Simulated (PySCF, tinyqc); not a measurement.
A ladder of methods, and size consistency: correlation methods against full CI in the sto-3g basis, for H4, spin multiplicity 1. Computed by the program tinyqc with PySCF. All electrons correlated; +Q is the Davidson correction (1 - c0^2) E_corr. The last columns treat two copies 100 angstrom apart as one system. FCI is the lowest singlet.

Geometry (angstrom):
```
atom       x       y       z
H     0.0000  0.0000  0.0000
H     0.0000  0.0000  1.1490
H     0.0000  0.9540  0.0000
H     0.0000  0.9540  1.1490
```

RHF energy of one = -1.920217 hartree

Correlation energies (hartree):
```
method   E_corr of one  share of FCI (%)  E_corr of two at 100 angstrom  two minus twice one (mhartree)
MP2           -0.04917            56.470                       -0.09833                           0.000
CISD          -0.08436            96.888                       -0.15512                          13.593
CISD+Q        -0.09270           106.473                       -0.17755                           7.852
CCSD          -0.08714           100.088                       -0.17428                           0.000
CCSD(T)       -0.08714           100.088                       -0.17428                           0.000
FCI           -0.08707           100.000                              -                               -
```

What does the comparison show, and why?

MP2 recovers 56 %, CISD 96.9 % and CCSD 100.1 % of the FCI value (c0^2 = 0.901 in CISD). MP2 and coupled cluster are size consistent, so their last column vanishes; CISD loses 13.59 mhartree, since a double excitation on each copy is a quadruple of the pair, and the Davidson correction leaves +7.85. The restricted reference is unstable here: a spin-polarised solution lies 0.0199 hartree lower (PySCF), so results built on it describe a poor reference.
